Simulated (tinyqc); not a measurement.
# Energy and delay of logic against supply voltage: two studies

One expression serves below and above threshold: I(Vg) = Ik [ln(1 + exp((Vg - VT + dd V)/(al nf Vt)))]^al, with I_on = I(V) and I_off = I(0). Gate delay td = kd C V/I_on, clock period LD td. Per gate and cycle the switching energy is act C V^2 and the leakage energy I_off V LD td. No short-circuit current, no variation. Minima are sought above 0.09 V; below a few Vt gates no longer switch and the model has no meaning.

Values chosen for this exercise; values of the order met in logic technologies:
- T = 300 K (temperature)
- VT = 0.35 V (threshold voltage at zero drain bias)
- nf = 1.29 (slope factor)
- dd = 0.08 (barrier lowering per volt of supply)
- Ik = 0.38 uA (specific current of a gate)
- al = 1.6 (exponent of the current law)
- C = 2.7 fF (load capacitance of a gate)
- kd = 0.8 (delay factor)
- LD = 16 (logic depth)
- act = 0.02 (activity factor)

Constants: q = 1.602176634e-19 C, kB = 1.380649e-23 J/K, Vt = kB T/q. Results are converted to the units shown.

Each table varies one quantity; the others keep the values above.

## Energy and delay against supply voltage

EDP = energy times td.

Energy and delay against supply voltage:

| V (V) | I_on (uA) | I_off (nA) | td (ps) | switching (aJ) | leakage (aJ) | energy (aJ) | EDP (fJ ps) |
|---|---|---|---|---|---|---|---|
| 0.15 | 0.001322 | 0.01505 | 2.450e5 | 1.215 | 8.848 | 10.06 | 2465 |
| 0.27 | 0.05206 | 0.02006 | 1.120e4 | 3.937 | 0.9709 | 4.907 | 54.97 |
| 0.38 | 0.6595 | 0.02611 | 1245 | 7.798 | 0.1976 | 7.995 | 9.950 |
| 0.5 | 2.936 | 0.03481 | 367.9 | 13.50 | 0.1025 | 13.60 | 5.004 |
| 0.62 | 6.667 | 0.04640 | 200.9 | 20.76 | 0.09246 | 20.85 | 4.188 |
| 0.73 | 11.05 | 0.06038 | 142.7 | 28.78 | 0.1007 | 28.88 | 4.122 |
| 0.85 | 16.72 | 0.08047 | 109.8 | 39.02 | 0.1202 | 39.14 | 4.298 |
| 0.97 | 23.23 | 0.1072 | 90.20 | 50.81 | 0.1501 | 50.96 | 4.596 |
| 1.08 | 29.87 | 0.1395 | 78.09 | 62.99 | 0.1882 | 63.17 | 4.933 |
| 1.2 | 37.82 | 0.1858 | 68.54 | 77.76 | 0.2445 | 78.00 | 5.347 |

td falls from 2.45e5 to 68.5 ps; the energy goes from 10.1 through a minimum of 4.91 (at V = 0.27 V among the rows listed) to 78.0 aJ and the EDP goes from 2470 through a minimum of 4.12 (at V = 0.73 V among the rows listed) to 5.35 fJ ps. The exact minima lie at V = 0.250 V for the energy and 0.695 V for the EDP. Going from 1.2 V to the energy minimum saves a factor of 16.3 in energy and costs a factor of 272 in delay. Below the minimum the leakage energy rises faster than the switching energy falls, because the clock period grows so steeply.

## Optimum supplies against the slope factor

Same model as above.

V_min minimises the energy and V_EDP the product of energy and td.

Result of one run:

| nf | V_min (V) | energy at V_min (aJ) | leakage share (%) | clock at V_min (MHz) | V_EDP (V) | clock at V_EDP (GHz) |
|---|---|---|---|---|---|---|
| 1.2 | 0.2319 | 4.070 | 28.62 | 1.731 | 0.6947 | 0.4466 |

What becomes of these results when the slope factor nf is changed from 1.2 to 1.4, all else the same?

Result of the changed run:

| nf | V_min (V) | energy at V_min (aJ) | leakage share (%) | clock at V_min (MHz) | V_EDP (V) | clock at V_EDP (GHz) |
|---|---|---|---|---|---|---|
| 1.4 | 0.2712 | 5.803 | 31.56 | 6.450 | 0.6968 | 0.3512 |

The whole series:

| nf | V_min (V) | energy at V_min (aJ) | leakage share (%) | clock at V_min (MHz) | V_EDP (V) | clock at V_EDP (GHz) |
|---|---|---|---|---|---|---|
| 1 | 0.1931 | 2.767 | 27.24 | 0.2333 | 0.6944 | 0.5974 |
| 1.1 | 0.2125 | 3.375 | 27.77 | 0.7070 | 0.6945 | 0.5130 |
| 1.2 | 0.2319 | 4.070 | 28.62 | 1.731 | 0.6947 | 0.4466 |
| 1.3 | 0.2515 | 4.871 | 29.88 | 3.579 | 0.6954 | 0.3937 |
| 1.4 | 0.2712 | 5.803 | 31.56 | 6.450 | 0.6968 | 0.3512 |
| 1.5 | 0.2911 | 6.897 | 33.67 | 10.40 | 0.6996 | 0.3170 |
| 1.6 | 0.3111 | 8.188 | 36.18 | 15.31 | 0.7045 | 0.2899 |

As nf goes from 1 to 1.6, V_min rises from 0.193 to 0.311 V, the energy there rises from 2.77 to 8.19 aJ, the clock there rises from 0.233 to 15.3 MHz and V_EDP rises from 0.694 to 0.704 V.

Program tinyqc, `OMP_NUM_THREADS=1 python tinyqc.py 2082186 2082187 out.jsonl`; Intel Xeon 2.30GHz, shared host, one thread, about 0.01 s.
